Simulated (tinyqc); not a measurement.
Free and trapped electrons in a MOS channel with a dense trap tail: one step of the calculation.

p-type body, charge-sheet picture, full ionisation (an idealisation for deep acceptors), Boltzmann statistics for free electrons. e = Ec - EF at the surface. Acceptor-like traps of density D(E) = D0 + De exp(-E/Ew) at depth E below Ec, from 0 to Eu, hold n_t = integral of D(E)/(1 + exp((e - E)/Vt)). psi = Eg - Vt ln(Nv/Na) - e; N_dep = sqrt(2 eps0 eps_r Na (psi - Vt)/q); n_f = sqrt(N_dep^2 + 2 eps0 eps_r Vt Nc exp(-e/Vt)/q) - N_dep; Vg = Vfb + psi + q (N_dep + n_t + n_f)/Cox, Cox = eps0 eox/tox.

Task. Trapped charge. Trapezoid rule on 13 equal steps from 0 to Eu, f = 1/(1 + exp((e - E)/Vt)).

Values chosen for this exercise; band and dielectric values close to those of 4H silicon carbide: temperature T = 300 K; constant background density of acceptor-like traps D0 = 1.4e11 cm^-2 eV^-1; density of the tail at the conduction edge De = 7.8e12 cm^-2 eV^-1; decay energy of the tail Ew = 0.08 eV; depth below Ec down to which the traps reach Eu = 0.97 eV; Ec - EF at the surface e = 0.085 eV.

Constants: q = 1.602176634e-19 C, kB = 1.380649e-23 J/K, Vt = kB T/q. Results are converted to the units shown.

Give: E; D(E) f; n_t.

Result.

| point | E (eV) | D(E) f (cm^-2 eV^-1) |
|---|---|---|
| 0 | 0 | 2.8574e11 |
| 1 | 0.074615 | 1.2866e12 |
| 2 | 0.14923 | 1.2440e12 |
| 3 | 0.22385 | 6.1238e11 |
| 4 | 0.29846 | 3.2692e11 |
| 5 | 0.37308 | 2.1358e11 |
| 6 | 0.44769 | 1.6895e11 |
| 7 | 0.52231 | 1.5139e11 |
| 8 | 0.59692 | 1.4448e11 |
| 9 | 0.67154 | 1.4176e11 |
| 10 | 0.74615 | 1.4069e11 |
| 11 | 0.82077 | 1.4027e11 |
| 12 | 0.89538 | 1.4011e11 |
| 13 | 0.97000 | 1.4004e11 |

n_t = 3.6741e11 cm^-2

Program tinyqc, `OMP_NUM_THREADS=1 python tinyqc.py 2222126 2222127 out.jsonl`; Intel Xeon 2.30GHz, shared host, one thread, about 0.02 s.
